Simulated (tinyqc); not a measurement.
Starting guesses with DIIS over 6 matrices: SCF starting guesses in the 6-31g basis, for H2, spin multiplicity 1. Computed by the program tinyqc with PySCF. RHF with one setting changed at a time; a run stops when the energy changes by less than 1e-09 hartree and the error matrix is below 1e-5. Starts: the lowest orbitals of the core Hamiltonian, of the Wolfsberg-Helmholz matrix (K = 1.75), projected atomic densities, random orbitals, and the highest orbitals of the core Hamiltonian (a deliberately bad start).

Geometry (angstrom):
```
atom       x       y       z
H     0.0000  0.0000  0.0000
H     0.0000  0.0000  0.9420
```

lowest restricted solution found by these runs and by PySCF = -1.105003 hartree

Largest element of the error matrix X^T (FDS - SDF) X:
```
iteration     core  Wolfsberg-Helmholz  atomic densities   random  highest core orbitals
1          1.5e-01             8.1e-02           8.0e-02  5.0e-01                1.4e-01
2          2.4e-02             1.2e-02           1.4e-02  1.8e-01                5.5e-02
3          9.8e-05             1.7e-05           2.6e-03  1.4e-02                1.2e-02
4          4.0e-05             7.2e-06           7.7e-07  3.7e-03                1.3e-05
5          2.5e-05                   -           3.0e-07  5.0e-05                4.6e-06
6          1.8e-05                   -                 -  5.3e-06                      -
8          2.0e-08                   -                 -        -                      -
```

How each run ends:
```
run                    iterations  E (hartree)         state
core                            8    -1.105003  lowest found
Wolfsberg-Helmholz              4    -1.105003  lowest found
atomic densities                5    -1.105003  lowest found
random                          7    -1.105003  lowest found
highest core orbitals           5    -1.105003  lowest found
```

What does the comparison show, and why?

5 of 5 runs reach the lowest restricted solution found, in 4 to 8 iterations (fastest: Wolfsberg-Helmholz). The first errors are 1e-01, 8e-02, 8e-02, 5e-01, 1e-01.
